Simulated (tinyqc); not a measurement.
Mesh against width: smearing for a one-band metal on the fcc lattice.

Lattice vectors (units of a): a1 = (0, 1/2, 1/2), a2 = (1/2, 0, 1/2), a3 = (1/2, 1/2, 0). E(k) = -t A_1(k) - t2 A_2(k), A_m the sum of cos(k . R) over the 12 nearest and 6 second lattice vectors. Mesh k = sum (j_i/N) b_i, j_i = 0 .. N-1.

With x = (E_k - mu)/sigma: Gaussian f = erfc(x)/2, s = exp(-x^2)/(2 sqrt(pi)); Methfessel-Paxton (first order) f = erfc(x)/2 - x exp(-x^2)/(2 sqrt(pi)), s = (1 - 2 x^2) exp(-x^2)/(4 sqrt(pi)). With weights w = points/N^d (d the dimension), mu solves 2 sum w f = ne; E = 2 sum w f E_k, S = 2 sum w s, F = E - sigma S.

Inputs chosen for the exercise: t = 1.47 eV (nearest hopping); t2 = 0.29 eV (second hopping); ne = 0.9 (electrons per cell).

Gaussian smearing, (E + F)/2. The reference is F of first-order Methfessel-Paxton smearing with sigma = 0.05 t on the mesh N = 40; it moves by 0.21 meV on the mesh N = 50; in three dimensions such meshes can agree by chance and the reference may be off by about 1 meV, so smaller errors are not resolved.

Errors (meV per cell):
```
N   sigma = 0.05 t  sigma = 0.15 t  sigma = 0.4 t
4           124.77          122.20         117.04
6           102.61           98.45          93.39
8            62.84           58.49          46.74
12           16.07           14.31          10.67
16            1.37            2.03           2.23
24           -0.36           -0.50          -0.27
```

reference = -3.83256 eV

First N from which the value stays within 2 meV of its last entry (which need not be the best one): 16 for sigma = 0.05 t, none before the last for sigma = 0.15 t, none before the last for sigma = 0.4 t. At the last mesh the errors are -0.36, -0.50 and -0.27 meV. The 2 meV bar does not tell the widths apart. The smallest error belongs to 0.05 t on 1, 0.15 t on 0, 0.4 t on 5 of the 6 meshes.

tinyqc: `OMP_NUM_THREADS=1 python tinyqc.py 1650488 1650489 out.jsonl`; about 0.2 s, one thread, shared Intel(R) Xeon(R) Processor @ 2.30GHz.
